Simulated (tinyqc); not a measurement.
From results back to parameters: sp3s* tight binding. Three cases, with inputs chosen for the exercise.

Problem. Without spin-orbit coupling the s levels at Gamma are the roots of [[Esa, Vss], [Vss, Esc]], the p levels those of [[Epa, Vxx], [Vxx, Epc]], and the doubly degenerate valence level at X is the lower root of [[Epa, Vxy], [Vxy, Epc]]. The atomic differences are given; the levels below come from hidden parameters.

Case 1.

Values chosen (out of a larger set: near a published set for GaAs, fitted to gaps, whose masses and valley positions are rough; not measured data): dEs = 5.611 eV (Esc - Esa); dEp = 2.615 eV (Epc - Epa).

s levels at Gamma (eV): -12.45932  1.51832

p levels at Gamma (eV): 0.00117  4.67183

valence level X5 = -2.85679 eV

Case 2.

Values chosen (out of a larger set: near a published set for SiC, fitted to gaps, whose masses and valley positions are rough; not measured data): dEs = 3.645 eV (Esc - Esa); dEp = 2.229 eV (Epc - Epa).

s levels at Gamma (eV): -19.16048  5.76548

p levels at Gamma (eV): -0.01802  6.49902

valence level X5 = -2.80512 eV

Case 3.

Values chosen (out of a larger set: near a published set for AlAs, fitted to gaps, whose masses and valley positions are rough; spin-orbit coupling, where it is added without a refit, lifts the valence top and shrinks all gaps by about a third of the splitting; not measured data): dEs = 6.342 eV (Esc - Esa); dEp = 2.611 eV (Epc - Epa).

s levels at Gamma (eV): -11.68464  3.04464

p levels at Gamma (eV): -0.02314  4.58414

valence level X5 = -2.22097 eV

Find: Esa, Esc, Epa, Epc; |Vss|, |Vxx|, |Vxy|.

Solution. The mean of a pair of roots is the mean of the two levels, which with the given difference fixes both; half the splitting, squared, less a quarter of the squared difference is V^2. At X the lower root lies sqrt((dEp/2)^2 + Vxy^2) below the mean p level.

Case 1.

Esa, Esc, Epa, Epc (eV): -8.276  -2.665  1.029  3.644

|Vss|, |Vxx|, |Vxy| (eV): 6.401  1.935  5.026

Case 2.

Esa, Esc, Epa, Epc (eV): -8.520  -4.875  2.126  4.355

|Vss|, |Vxx|, |Vxy| (eV): 12.329  3.062  5.942

Case 3.

Esa, Esc, Epa, Epc (eV): -7.491  -1.149  0.975  3.586

|Vss|, |Vxx|, |Vxy| (eV): 6.647  1.898  4.308

Computed by tinyqc, one run a case: `OMP_NUM_THREADS=1 python tinyqc.py N N+1 out.jsonl` with N = 1450966, 1450998, 1451004; one thread of a shared Intel(R) Xeon(R) Processor @ 2.30GHz, about 0.1 s a run at most.
